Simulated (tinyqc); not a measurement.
Effect of the position of a charge sheet.

One sheet of 1.1e12 cm^-2 lies at the depth x from the gate; it shifts Vfb by -(q/eps0) Q s, with s = x/e2 in layer 2 and t2/e2 + (x - t2)/e1 in layer 1, and it induces the share s/(t1/e1 + t2/e2) of its image in the semiconductor.

Values chosen for this exercise: thickness of layer 1, next to the semiconductor t1 = 0.8 nm; relative permittivity of layer 1 e1 = 9.17; thickness of layer 2, next to the gate t2 = 5.5 nm; relative permittivity of layer 2 e2 = 21.4.

Constants: q = 1.602176634e-19 C, eps0 = 8.8541878128e-14 F/cm where lengths are in cm. Results are converted to the units shown.

Effect of the position of a charge sheet:
```
x (nm),shift (mV),image in the semiconductor (%)
0,0,0
0.79,-7.348,10.72
1.57,-14.60,21.31
2.36,-21.95,32.03
3.15,-29.30,42.76
3.94,-36.65,53.48
4.72,-43.90,64.07
5.51,-51.37,74.97
6.3,-68.52,100.0
```

The shift grows from 0 at the gate to -68.5 mV at the semiconductor, by -9.30 mV/nm in layer 2 and -21.7 mV/nm in layer 1, the ratio of the permittivities. A sheet between the layers has 74.7 % of its full effect.

Numbers from tinyqc (`OMP_NUM_THREADS=1 python tinyqc.py 2010071 2010072 out.jsonl`; about 0.01 s on one thread of a shared Intel Xeon 2.30GHz).
